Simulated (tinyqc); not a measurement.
Five-frequency model of solute diffusion by vacancies in an fcc metal: one step, computed by the program tinyqc. Command: `OMP_NUM_THREADS=1 python tinyqc.py 3002002 3002003 out.jsonl fivefreq walk`. One thread of a shared host (Intel(R) Xeon(R) Processor @ 2.30GHz), about 0.07 s of CPU time with the checks.

A vacancy next to the solute exchanges with it (w2), jumps to one of 4 sites that also neighbour the solute (w1) or to one of 7 that do not (w3); w4 is the reverse of w3 and w0 the host jump.

Question. Correlation factor. Manning: with y = w4/w0, 7F = 7 - (10 y^4 + 180.5 y^3 + 927 y^2 + 1341 y)/(2 y^4 + 40.2 y^3 + 254 y^2 + 597 y + 436); f2 = (2 w1 + 7F w3)/(2 w2 + 2 w1 + 7F w3). The mean cosine between successive solute jumps follows from f2 = (1 + c)/(1 - c).

Inputs (values chosen for the exercise, for a model solute in a host close to gold): temperature T = 623 K.

rates (1/s): w0 6229687, w1 914627.9, w2 731425.5, w3 1660005, w4 9.995544e+07

Give: y = w4/w0; 7F; correlation factor f2; mean cosine c.

Answer.

y = w4/w0 = 16.05

7F = 2.539

correlation factor f2 = 0.8051

mean cosine c = -0.1080

For a tracer of the host all rates are equal and f = 0.7815; here f2 is above that.
